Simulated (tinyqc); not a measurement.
## Thin-body transistor below threshold, two-dimensional Poisson equation on a small mesh: effect of the acceptor density of the depleted body

A thin body on a thick buried insulator of low permittivity, taken as carrying no normal field at the bottom of the body (row 0). Mobile charge is neglected (subthreshold), the body is fully depleted, and potentials are counted from the intrinsic level; rows run upward to the gate, columns from source to drain.

Mesh: rows i = 0..12 in the semiconductor (step hs = tb/12, row 12 on the interface), then 8 step(s) ho = tox/8 up to the gate row 20; columns j = 0..80 (step hy = L/80). Box integration, divided by eps0: up_i = eps hy/h of the interval above row i, dn_i = that of the interval below (0 for row 0), lat_i = (sum of eps h/2 over the intervals above and below)/hy, s_i = -q Na w_i hy/eps0 with w_i the semiconductor height of the box (hs/2 for row 0 and the interface row, hs between, 0 in the insulator). Each free node obeys (up + dn + 2 lat) psi = up psi(above) + dn psi(below) + lat [psi(left) + psi(right)] + s. Fixed values: gate row Vg - Vfb; column 0 at Vbi and the last column at Vbi + Vd in the semiconductor, each running linearly to Vg - Vfb across the insulator. The system is solved directly. On row 0 the minimum of psi and its place come from a parabola through the three lowest nodes; barrier = Vbi - minimum, swing = Vt ln 10/(d psi/dVg), DIBL = (d psi/dVd)/(d psi/dVg) there. Lambda = pi/k with k the smallest positive root of tan(k tox) tan(k tb) = eox/eps_r.

Parameters, values chosen for the exercise; semiconductor permittivity made up: temperature T = 300 K; relative permittivity of the semiconductor eps_r = 15.2; relative permittivity of the insulator eox = 3.9; body thickness tb = 6 nm; insulator thickness tox = 1.1 nm; channel length L = 48 nm; potential of the source Vbi = 0.47 V; gate offset Vfb = -0.02 V; gate voltage Vg = 0.05 V; drain voltage Vd = 0.5 V.

Constants: q = 1.602176634e-19 C, kB = 1.380649e-23 J/K, Vt = kB T/q, eps0 = 8.8541878128e-14 F/cm where lengths are in cm. Results are converted to the units shown.

Results:
```
Na (cm^-3)  L/Lambda  barrier (V)  place y/L  swing (mV/decade)  DIBL (mV/V)
0              2.453       0.3707     0.4473              62.86        17.20
5e17           2.453       0.3955     0.4493              62.84        17.46
1e18           2.453       0.4203     0.4511              62.82        17.70
3e18           2.453       0.5197     0.4572              62.76        18.54
5e18           2.453       0.6191     0.4620              62.73        19.22
```

Estimate the missing row, Na = 2e18 cm^-3.

Computed row:
```
Na (cm^-3)  L/Lambda  barrier (V)  place y/L  swing (mV/decade)  DIBL (mV/V)
2e18           2.453       0.4700     0.4544              62.79        18.15
```

With this row back in the table: As Na goes from 0 to 5e18 cm^-3, the barrier rises from 0.371 to 0.619 V, the swing stays near 62.8 mV a decade and DIBL rises from 17.2 to 19.2 mV/V; the ideal swing is 59.5. The barrier top moves from y/L = 0.447 to 0.462, towards the middle.

Computed by the program tinyqc: `OMP_NUM_THREADS=1 python tinyqc.py 2480034 2480035 out.jsonl`, one thread of a shared Intel Xeon 2.30GHz, about 0.1 s for the whole run.
